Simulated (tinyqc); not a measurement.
Localisation in a chain with random site energies (transfer matrices): one step. The same sites added without interference. Five cases, with inputs chosen for the exercise.

Problem. One site alone reflects R_j = e_j^2/(e_j^2 + 4t^2 - E^2); incoherent addition sums R/(1 - R), and T = 1/(1 + sum).

Hopping -t; leads with site energy 0, E = -2t cos(ka). psi_(j+1) = ((e_j - E)/t) psi_j - psi_(j-1), a product of matrices M_j = [[(e_j - E)/t, -1], [1, 0]]. For M = M_N ... M_1 the transmission is T = 4 sin^2(ka)/|M21 - M12 + M22 exp(ika) - M11 exp(-ika)|^2. Long samples draw e_j = W (x_j/2147483647 - 1/2) from x_j = 16807 x_(j-1) mod 2147483647, starting at x0. The localisation length xi, in sites, is defined by ln T = -2N/xi on average; weak disorder gives xi = 24 (4t^2 - E^2)/W^2, and the mean free path for backscattering is xi/2.

Case 1.

Values chosen: t = 1.28 eV (hopping); E = -1.19 eV (energy); e = (-0.19, 0.16, 0.9, -0.09, -0.86, 0.11, 0.04, -0.35) eV (site energies of the short sample).

Case 2.

Values chosen: t = 1.99 eV (hopping); E = -2.08 eV (energy); e = (-0.22, 0.37, 0.44, 1.19, 0.5, 1.12, -0.15, 0.23, 0.89) eV (site energies of the short sample).

Case 3.

Values chosen: t = 1.05 eV (hopping); E = -1.67 eV (energy); e = (-1.16, 0.44, 0.8, -0.65, 0.91, 0.1, -1.07) eV (site energies of the short sample).

Case 4.

Values chosen: t = 0.78 eV (hopping); E = -1.07 eV (energy); e = (0.82, 0.74, -0.51, -0.27, -0.86, -0.45, -0.13) eV (site energies of the short sample).

Case 5.

Values chosen: t = 1.38 eV (hopping); E = -1.46 eV (energy); e = (-0.61, -0.13, 0.34, 0.04, 0.7, 0.69, -0.83, -0.08, -0.33) eV (site energies of the short sample).

Give: R_j; sum of R/(1 - R); T without interference.

Solution.

Case 1.

R_j: [0.0070, 0.0050, 0.1362, 0.0016, 0.1258, 0.0023, 0.0003, 0.0233]

sum of R/(1 - R) = 0.3417
T without interference = 0.7453

The coherent product gives 0.6191 for this sample.

Case 2.

R_j: [0.0042, 0.0118, 0.0165, 0.1095, 0.0213, 0.0982, 0.0020, 0.0046, 0.0644]

sum of R/(1 - R) = 0.3619
T without interference = 0.7343

The coherent product gives 0.8773 for this sample.

Case 3.

R_j: [0.4536, 0.1067, 0.2830, 0.2067, 0.3381, 0.0061, 0.4139]

sum of R/(1 - R) = 2.8281
T without interference = 0.2612

The coherent product gives 0.9045 for this sample.

Case 4.

R_j: [0.3429, 0.2982, 0.1679, 0.0535, 0.3646, 0.1358, 0.0129]

sum of R/(1 - R) = 1.9493
T without interference = 0.3391

The coherent product gives 0.2671 for this sample.

Case 5.

R_j: [0.0635, 0.0031, 0.0206, 0.0003, 0.0820, 0.0799, 0.1116, 0.0012, 0.0195]

sum of R/(1 - R) = 0.4150
T without interference = 0.7067

The coherent product gives 0.5769 for this sample.

Computed by tinyqc, one run a case: `OMP_NUM_THREADS=1 python tinyqc.py N N+1 out.jsonl` with N = 1480045, 1480252, 1480295, 1480457, 1480562; one thread of a shared Intel(R) Xeon(R) Processor @ 2.30GHz, about 0.08 s a run at most.
